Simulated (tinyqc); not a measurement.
Inside a calculation. Method: CIS and TDHF on RHF in the sto-3g basis, frozen core, for BeH2, spin multiplicity 1. One step of it, computed by the program tinyqc.

Question. CIS matrix, triplets. A(ia,jb) = (e_a - e_i) d_ij d_ab - (ij|ab).

orbital energies (hartree): MO1 -4.529982, MO2 -0.426308, MO3 -0.385113, MO4 0.213897, MO5 0.213897, MO6 0.378380, MO7 0.748124

Two-electron integrals over orbitals (pq|rs), unique and non-zero (hartree); the lowest 1 orbital is frozen and left out:
```
(22|22) 0.379131    (32|32) 0.160086    (33|22) 0.391345    (33|33) 0.414697
(42|42) 0.047743    (43|43) 0.012911    (44|22) 0.356712    (44|33) 0.339668
(44|44) 0.449859    (52|52) 0.047743    (53|53) 0.012911    (54|54) 0.024249
(55|22) 0.356712    (55|33) 0.339668    (55|44) 0.401360    (55|55) 0.449859
(62|22) -0.016652   (62|33) -0.042130   (62|44) 0.064454    (62|55) 0.064454
(62|62) 0.081961    (63|32) -0.092439   (63|63) 0.086120    (64|42) 0.046769
(64|64) 0.049711    (65|52) 0.046769    (65|65) 0.049711    (66|22) 0.380443
(66|33) 0.391555    (66|44) 0.355765    (66|55) 0.355765    (66|62) -0.028932
(66|66) 0.396961    (72|32) -0.040133   (72|63) 0.062297    (72|72) 0.057129
(73|22) -0.000371   (73|33) -0.018113   (73|44) 0.068140    (73|55) 0.068140
(73|62) 0.077570    (73|66) -0.021435   (73|73) 0.086181    (74|43) 0.013383
(74|74) 0.016886    (75|53) 0.013383    (75|75) 0.016886    (76|32) 0.140476
(76|63) -0.092143   (76|72) -0.049059   (76|76) 0.137477    (77|22) 0.406037
(77|33) 0.422782    (77|44) 0.380415    (77|55) 0.380415    (77|62) -0.022426
(77|66) 0.415685    (77|73) 0.000727    (77|77) 0.461350
```

Give: CIS matrix A, triplet.

Answer.

CIS matrix A, triplet (hartree):
```
       2>4    2>5     2>6     2>7    3>4    3>5     3>6     3>7
2>4  0.283  0.000   0.000   0.000  0.000  0.000   0.000   0.000
2>5  0.000  0.283   0.000   0.000  0.000  0.000   0.000   0.000
2>6  0.000  0.000   0.424   0.000  0.000  0.000   0.000  -0.140
2>7  0.000  0.000   0.000   0.768  0.000  0.000  -0.140   0.000
3>4  0.000  0.000   0.000   0.000  0.259  0.000   0.000   0.000
3>5  0.000  0.000   0.000   0.000  0.000  0.259   0.000   0.000
3>6  0.000  0.000   0.000  -0.140  0.000  0.000   0.372   0.000
3>7  0.000  0.000  -0.140   0.000  0.000  0.000   0.000   0.710
```
